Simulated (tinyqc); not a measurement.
Reflectance at normal incidence against thickness.

Normal incidence on air, film (n1) and substrate (N2 = n2 - i k2): r01 = (1 - n1)/(1 + n1), r12 = (n1 - N2)/(n1 + N2), amplitude (r01 + r12 X)/(1 + r01 r12 X), X = exp(-4 pi i n1 d/lam), R its squared modulus, phase from 0 to 360 degrees.

Values chosen for this exercise:
- lam = 632.8 nm (wavelength)
- n1 = 1.47 (index of the transparent film)
- n2 = 3.882 (index of the substrate)
- k2 = 0.019 (extinction coefficient of the substrate)

Reflectance at normal incidence against thickness:

| d (nm) | R (%) | phase of the reflected amplitude (degrees) |
|---|---|---|
| 0 | 34.85 | 179.8 |
| 28 | 31.68 | 149.8 |
| 55 | 23.25 | 115.9 |
| 82 | 12.83 | 68.67 |
| 110 | 8.164 | 352.3 |
| 138 | 14.62 | 280.8 |
| 165 | 25.14 | 237.1 |
| 192 | 32.71 | 204.5 |
| 220 | 34.75 | 174.9 |

R goes from 34.9 through a minimum of 8.16 (at d = 110 nm among the rows listed) to 34.8 %. At a quarter wave, d = 108 nm, R = 8.11 %; for a transparent substrate it would vanish for n1 = sqrt(n2) = 1.97.

Numbers from tinyqc (`OMP_NUM_THREADS=1 python tinyqc.py 2870144 2870145 out.jsonl`; about 0.01 s on one thread of a shared Intel Xeon 2.30GHz).
